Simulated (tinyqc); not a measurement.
Specific resistance of a metal-semiconductor contact and its transmission-line measurement. Changing the barrier height phi_B. Computed by tinyqc, a small Python program. Command: `OMP_NUM_THREADS=1 python tinyqc.py 3028844 3028845 out.jsonl contact sweep`. One thread of a shared host (Intel(R) Xeon(R) Processor @ 2.30GHz), about 0.01 s of CPU time with the checks.

The barrier is parabolic (depletion approximation), energies E are normal energies counted from the band edge in the neutral semiconductor (downwards for holes), and the bias is zero. xi is an input, held fixed when other inputs move.

Inputs (values chosen for the exercise, modelled on n-type silicon):

| quantity | value | unit |
|---|---|---|
| tunnelling mass m | 0.29 | m_0 |
| permittivity eps | 11.7 | - |
| Richardson constant A* | 109 | A/(cm^2 K^2) |
| doping N | 9.1e+19 | 1/cm^3 |
| Fermi level above the band edge in the bulk, xi | 0.059 | eV |
| temperature T | 300 | K |

Image-force lowering: left out.

Constants: hbar = 1.054571817e-34 J s; eps_0 = 8.8541878128e-12 F/m; m_0 = 9.1093837015e-31 kg; k_B = 8.617333262e-05 eV/K; e = 1.602176634e-19 C.

Method:
- E_00 = (e hbar/2) sqrt(N/(eps eps_0 m)); band bending E_b = phi_B + xi; depletion width w = sqrt(2 eps eps_0 E_b/(e^2 N)).
- WKB transmission for E < E_b, with a = E/E_b: D = exp{-(E_b/E_00) [sqrt(1 - a) - a ln((1 + sqrt(1 - a))/sqrt(a))]}; D = 1 above.
- At zero bias 1/rho_c = (e A*/k_B^2) int D(E) f(E) dE, f = 1/(1 + exp((E - xi)/k_B T)); 200 Gauss-Legendre points from 0 to E_b, and k_B T ln(1 + exp((xi - E_b)/k_B T)) for the part above the barrier; the share of tunnelling is the part below.

One run for each value:

| barrier height phi_B (eV) | specific contact resistance rho_c (ohm cm^2) | share of tunnelling (%) | depletion width (nm) |
|---|---|---|---|
| 0.10 | 2.5005e-09 | 98.04 | 1.5032 |
| 0.23 | 7.6715e-09 | 99.96 | 2.0265 |
| 0.35 | 2.3286e-08 | 100.00 | 2.4108 |
| 0.47 | 7.3009e-08 | 100.00 | 2.7418 |
| 0.60 | 2.5722e-07 | 100.00 | 3.0602 |
| 0.72 | 8.3339e-07 | 100.00 | 3.3272 |
| 0.85 | 3.0081e-06 | 100.00 | 3.5941 |
| 0.97 | 9.9059e-06 | 100.00 | 3.8240 |
| 1.10 | 3.6240e-05 | 100.00 | 4.0583 |

Over the rows, specific contact resistance rho_c (ohm cm^2) rises from 2.50e-9 to 3.62e-5 (exponent d ln y / d ln x 1.3 between the first rows and 10 between the last); share of tunnelling (%) rises from 98.0 to 100, flat over part of the range; depletion width (nm) rises from 1.50 to 4.06 (exponent d ln y / d ln x 0.36 between the first rows and 0.47 between the last). Between the last rows rho_c rises one decade per 231 meV, against ln(10) k_B T = 60 meV for pure thermionic emission and ln(10) E_00 coth(E_00/k_B T) = 222 meV with tunnelling.
